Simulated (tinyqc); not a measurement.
Changing the power per gate width P: self-heating of a transistor with one or more fingers, with temperature-dependent conductivity. Computed by tinyqc, a small Python program. Command: `OMP_NUM_THREADS=1 python tinyqc.py 3023776 3023777 out.jsonl selfheat sweep`. One thread of a shared host (Intel(R) Xeon(R) Processor @ 2.30GHz), about 0.1 s of CPU time with the checks.

N long parallel fingers lie on the top face of a slab whose bottom is held at T_0; the top is otherwise insulated, and heat flows in two dimensions. P in W/mm is 1000 P in W/m.

Inputs (values chosen for the exercise, modelled on gallium oxide):
```
quantity                                      value        unit
conductivity at the base temperature kappa_0   21.7     W/(m K)
exponent m in kappa ~ T^-m                     1.18           -
base temperature T_0                            298           K
fingers N                                         3           -
finger pitch s                                   13  micrometre
width of the heat source w                     0.54  micrometre
substrate thickness t                           210  micrometre
```

Power: power rises with temperature.

Method:
- A line source of power P on the top face raises the top at distance x by (P/(pi kappa_0)) g(x), g(x) = -ln tanh(pi x/(4 t)) (the image sum for the slab). On a strip of width w the centre sees the mean of g over the strip, g_0 = 1 + ln(8 t/(pi w)) for w much below t.
- theta_i = (P/(pi kappa_0)) [g_0 + sum over j != i of g(|i - j| s)], with equal powers and constant conductivity; thermal resistance = largest theta/P.
- Kirchhoff transformation for kappa = kappa_0 (T/T_0)^-m: T = T_0 [1 - (m - 1) theta/T_0]^(-1/(m - 1)), where theta is the linear rise.
- The bracket vanishes at the power P T_0/((m - 1) theta).

One run for each value:
```
power per gate width P (W/mm)  true rise (K)  true rise / linear rise  largest theta (K)  peak temperature (K)
0.030                                    6.2                    1.012                6.1                 304.2
0.045                                    9.4                    1.018                9.2                 307.4
0.066                                   13.9                    1.027               13.5                 311.9
0.099                                   21.1                    1.041               20.3                 319.1
0.150                                   32.6                    1.064               30.7                 330.6
0.220                                   49.3                    1.096               45.0                 347.3
0.330                                   77.6                    1.149               67.5                 375.6
0.480                                  120.6                    1.228               98.2                 418.6
0.720                                  202.1                    1.372              147.3                 500.1
```

Over the rows, true rise (K) rises from 6.21 to 202 (exponent d ln y / d ln x 1.0 between the first rows and 1.3 between the last); true rise / linear rise rises from 1.01 to 1.37 (exponent d ln y / d ln x 0.015 between the first rows and 0.27 between the last); largest theta (K) rises from 6.14 to 147 (exponent d ln y / d ln x about 1.0 throughout). At the low end the exponent of true rise is 1.02, close to 1: the linear regime. The hot zone conducts worse, so the rise outgrows the power: the ratio to the linear rise reaches 1.37 in the last row.

Extremes, crossings and ranges named in words are read from the listed rows.
